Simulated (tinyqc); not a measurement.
# Admittance spectroscopy and thermally stimulated current of one trap level in a depletion layer, step by step

A worked calculation. Computed by tinyqc, a small Python program that keeps every step. Command: `OMP_NUM_THREADS=1 python tinyqc.py 3112340 3112341 out.jsonl admit walk`. One thread of a shared host (Intel(R) Xeon(R) Processor @ 2.30GHz), about 0.01 s of CPU time with the checks. Intermediate numbers are printed to about 7 digits and carried at full precision; extremes and crossings named in words are read from the listed rows.

A Schottky junction on n-type material holds one donor-like electron trap; shallow donors are fully ionised and abrupt depletion edges are assumed.

Inputs (values chosen for the exercise, modelled on n-type silicon): dielectric constant eps = 11.9; density-of-states mass m = 1.05 m_0; shallow doping N = 1.2e+16 1/cm^3; trap density N_t = 6.9e+14 1/cm^3; trap depth E_t below the band = 0.166 eV; capture cross section sigma = 7.8e-16 cm^2; band bending V_b = 1.1 V; test frequency f = 1000 Hz; heating rate beta = 0.94 K/s.

Constants: k_B = 1.380649e-23 J/K; m_0 = 9.1093837015e-31 kg; h = 6.62607015e-34 J s; k_B = 8.617333262e-05 eV/K; eps_0 = 8.8541878128e-12 F/m; e = 1.602176634e-19 C.

## Temperature of the peak

N_c = 2 (2 pi m k_B T/h^2)^(3/2), v_th = sqrt(3 k_B T/m), emission rate e_n = sigma v_th N_c exp(-E_t/(k_B T)). Where the level crosses the Fermi level capture equals emission, so the trap follows the signal with the rate 2 e_n; G/omega peaks at omega = 2 e_n (the correction for large N_t/N is left out). Solve 2 e_n(T_p) = 2 pi f.

peak temperature T_p = 118.2557 K

N_c at T_p = 6.682013e+18 1/cm^3

e_n at T_p = 3141.593 1/s

E_c - E_F = k_B T_p ln(N_c/N) = 0.06442700 eV

## The capacitance step

With E_c - E_F = k_B T_p ln(N_c/N): lambda = sqrt(2 eps eps_0 (E_t - (E_c - E_F))/(e^2 N)); traps are empty and charged for x < x_t = w - lambda, and V_b = e (N w^2 + N_t x_t^2)/(2 eps eps_0). High frequency: C_hf = eps eps_0/w. Low frequency: C_lf = eps eps_0 (N + N_t)/(N w + N_t x_t).

lambda = 105.5130 nm

depletion width w = 342.5434 nm

crossing point x_t = 237.0303 nm

C_hf = 30.75956 nF/cm^2

C_lf = 31.28351 nF/cm^2

step (C_lf - C_hf)/C_hf = 0.01703387

small-N_t estimate (N_t/N)(lambda/w) = 0.01771162

Reading N_t/N straight from the step would give 0.0170 against the true 0.0575: the factor lambda/w must be known.

## Scan in temperature at fixed frequency

With x = omega/(2 e_n): C = C_hf + (C_lf - C_hf)/(1 + x^2), G/omega = (C_lf - C_hf) x/(1 + x^2); C_hf and C_lf are held at their values at T_p.

Admittance:
```
T (K)  omega/(2 e_n)  C (nF/cm^2)  G/omega (nF/cm^2)
104.1       11.82362     30.76328          0.0439995
108.8        4.86662     30.78078          0.1033012
112.3        2.63072     30.82571          0.1740223
115.9        1.44967     30.92849          0.2448976
118.3        0.99318     31.02333          0.2619711
120.6        0.70054     31.11103          0.2462178
124.2        0.41573     31.20630          0.1857242
128.9        0.21925     31.25948          0.1096081
134.8        0.10423     31.27788          0.0540249
```

The peak of G/omega is half the step, 0.262 nF/cm^2. Its full width is near 2 ln(2 + sqrt3) k_B T_p^2/(E_t + 2 k_B T_p) = 17.0 K.

## Arrhenius plot

T_p for 0.1, 0.3, 1, 3 and 10 f; least-squares lines of ln(e_n/T^2) and of ln(e_n) against 1/(k_B T), e_n = pi f; sigma = exp(intercept)/(v_th N_c/T^2).

Peaks:
```
f (Hz)   T_p (K)  1/(k_B T) (1/eV)  ln(e_n/T^2)   ln(e_n)
100     104.9571          110.5644    -3.557203   5.74990
300     110.9282          104.6129    -2.569254   6.84851
1000    118.2557           98.1307    -1.493214   8.05249
3000    125.7856           92.2563    -0.518061   9.15110
10000   135.1437           85.8680     0.542394  10.35507
```

depth from e_n/T^2 = 0.166 eV

cross section from the intercept = 7.80e-16 cm^2

depth without the T^2 = 0.1864490 eV

Leaving out T^2 adds 20 meV, near 2 k_B T_p = 20 meV.

## Thermally stimulated current

Thermally stimulated current without retrapping: filled share n(T) = exp(-(1/beta) int e_n dT), current proportional to e_n n; the peak obeys beta (E_t/(k_B T^2) + 2/T) = e_n(T). The integral starts at 0.5 T_m and uses 4000 trapezoid steps to 1.2 T_m. Chen's first-order estimate from the full width W = T_2 - T_1 between the half-height points: E = 2.52 k_B T_m^2/W - 2 k_B T_m.

peak temperature T_m = 78.14428 K

lower half-height T_1 = 74.17484 K

upper half-height T_2 = 81.01478 K

filled share at T_m = 0.3927835

E_t/(k_B T_m) = 24.65120

symmetry factor (T_2 - T_m)/(T_2 - T_1) = 0.4196679

depth by Chen's formula = 0.1804042 eV

The slow ramp empties the trap at 78 K, far below the admittance peak at 118 K, since the rate asked for is 0.32 per second instead of 3100. Chen's formula, made for a constant prefactor, gives 14 meV more than E_t.

Checks made by the program: C_lf against dQ/dV by differences (relative difference below 1e-10); depth recovered (relative difference below 1e-10); peak of the integrated curve (relative difference 2e-05).
